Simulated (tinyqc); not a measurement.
Changing the backscatter range beta: electron-beam lithography: double-Gaussian proximity function, edge placement and dose correction for parallel lines. Computed by tinyqc, a small Python program. Command: `OMP_NUM_THREADS=1 python tinyqc.py 3110597 3110598 out.jsonl proximity sweep`. One thread of a shared host (Intel(R) Xeon(R) Processor @ 2.30GHz), about 0.01 s of CPU time with the checks.

Lines are infinitely long. Absorbed energy is counted so that the middle of a very large area written at dose 1 receives 1; the resist develops where it exceeds 1/2.

Inputs (values chosen for the exercise, of the order of those for 50 keV electrons in resist on silicon): forward range alpha = 0.011 micrometre; backscatter ratio eta = 1.1.

line widths (micrometre): [1.6, 0.12, 3.3, 1.1]

gaps between the lines (micrometre): [0.066, 0.061, 0.94]

Method:
- The first line starts at x = 0; each next one starts after the width and the gap.
- f(r) = [exp(-r^2/alpha^2)/alpha^2 + eta exp(-r^2/beta^2)/beta^2]/(pi (1 + eta)). A line from a to b at dose d gives E(x) = d [S(alpha) + eta S(beta)]/(1 + eta), S(s) = [erf((b - x)/s) - erf((a - x)/s)]/2.
- M_ij is the mean of E at the two edges of line i from line j at dose 1.
- Uncorrected edge energies are M 1. Solve M d = 1/2 for the doses d that put the mean edge energy of every line at the threshold.

One run for each value:
```
backscatter range beta (micrometre)  largest over smallest dose
1.2                                                      2.0336
2.3                                                      1.7655
4.1                                                      1.3966
7.4                                                      1.1206
13.0                                                     1.0273
24.0                                                     1.0047
44.0                                                     1.0008
80.0                                                     1.0001
```

Over the rows, largest over smallest dose falls from 2.03 to 1.00 (exponent d ln y / d ln x -0.22 between the first rows and -0.0011 between the last).

Extremes, crossings and ranges named in words are read from the listed rows.
